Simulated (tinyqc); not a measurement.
# From one set of inputs to another, one input at a time

Model: admittance spectroscopy and thermally stimulated current of one trap level in a depletion layer. Computed by tinyqc, a small Python program. Command: `OMP_NUM_THREADS=1 python tinyqc.py 3110530 3110531 out.jsonl admit ladder`. One thread of a shared host (Intel(R) Xeon(R) Processor @ 2.30GHz), about 0.01 s of CPU time with the checks.

A Schottky junction on n-type material holds one donor-like electron trap; shallow donors are fully ionised and abrupt depletion edges are assumed.

The inputs printed are set A. Set A is modelled on n-type germanium; the values taken over come from a set modelled on n-type silicon. Inputs not listed in the table keep their values of set A, so the rows need not describe a real material.

Inputs (values chosen for the exercise, modelled on n-type germanium):

| quantity | value | unit |
|---|---|---|
| dielectric constant eps | 16.5 | - |
| density-of-states mass m | 0.532 | m_0 |
| shallow doping N | 5e+16 | 1/cm^3 |
| trap density N_t | 7.5e+15 | 1/cm^3 |
| trap depth E_t below the band | 0.191 | eV |
| capture cross section sigma | 1.1e-16 | cm^2 |
| band bending V_b | 0.45 | V |
| test frequency f | 40000 | Hz |
| heating rate beta | 0.12 | K/s |

Constants: k_B = 1.380649e-23 J/K; m_0 = 9.1093837015e-31 kg; h = 6.62607015e-34 J s; k_B = 8.617333262e-05 eV/K; eps_0 = 8.8541878128e-12 F/m; e = 1.602176634e-19 C.

Method:
- N_c = 2 (2 pi m k_B T/h^2)^(3/2), v_th = sqrt(3 k_B T/m), emission rate e_n = sigma v_th N_c exp(-E_t/(k_B T)).
- Where the level crosses the Fermi level capture equals emission, so the trap follows the signal with the rate 2 e_n; G/omega peaks at omega = 2 e_n (the correction for large N_t/N is left out).
- Solve 2 e_n(T_p) = 2 pi f.
- With E_c - E_F = k_B T_p ln(N_c/N): lambda = sqrt(2 eps eps_0 (E_t - (E_c - E_F))/(e^2 N)); traps are empty and charged for x < x_t = w - lambda, and V_b = e (N w^2 + N_t x_t^2)/(2 eps eps_0). High frequency: C_hf = eps eps_0/w. Low frequency: C_lf = eps eps_0 (N + N_t)/(N w + N_t x_t).
- Thermally stimulated current without retrapping: filled share n(T) = exp(-(1/beta) int e_n dT), current proportional to e_n n; the peak obeys beta (E_t/(k_B T^2) + 2/T) = e_n(T). The integral starts at 0.5 T_m and uses 4000 trapezoid steps to 1.2 T_m.
- Chen's first-order estimate from the full width W = T_2 - T_1 between the half-height points: E = 2.52 k_B T_m^2/W - 2 k_B T_m.

Each row keeps all changes above it:

| input moved | from | to | peak temperature T_p (K) | peak temperature T_m (K) | C_hf (nF/cm^2) |
|---|---|---|---|---|---|
| set A | - | - | 201.06 | 90.42 | 116.12 |
| trap depth E_t below the band (eV) | 0.191 | 0.39 | 369.70 | 171.63 | 114.85 |
| density-of-states mass m (m_0) | 0.532 | 1.11 | 351.48 | 167.56 | 115.05 |
| test frequency f (Hz) | 40000 | 2000 | 291.97 | 167.56 | 114.70 |
| capture cross section sigma (cm^2) | 1.1e-16 | 1.5e-14 | 227.25 | 144.41 | 114.44 |
| band bending V_b (V) | 0.45 | 0.83 | 227.25 | 144.41 | 85.06 |
| shallow doping N (1/cm^3) | 5e+16 | 2.6e+15 | 227.25 | 144.41 | 22.95 |
| heating rate beta (K/s) | 0.12 | 0.59 | 227.25 | 151.22 | 22.95 |

Peak temperature T_p goes from 201 to 227, a factor 1.13 in all. The largest single move comes from trap depth E_t below the band (a factor 1.84), and capture cross section sigma works against it (a factor 0.778). Peak temperature T_m goes from 90.4 to 151, a factor 1.67 in all. The largest single move comes from trap depth E_t below the band (a factor 1.90), and capture cross section sigma works against it (a factor 0.862). C_hf goes from 116 to 23.0, a factor 0.198 in all. The largest single move comes from shallow doping N (a factor 0.270). The single moves hold for this order of the switches; the total does not depend on the order.

Caution (rows shallow doping N, heating rate beta): N_t/N is not small, so the peak moves away from omega = 2 e_n.

Extremes, crossings and ranges named in words are read from the listed rows.
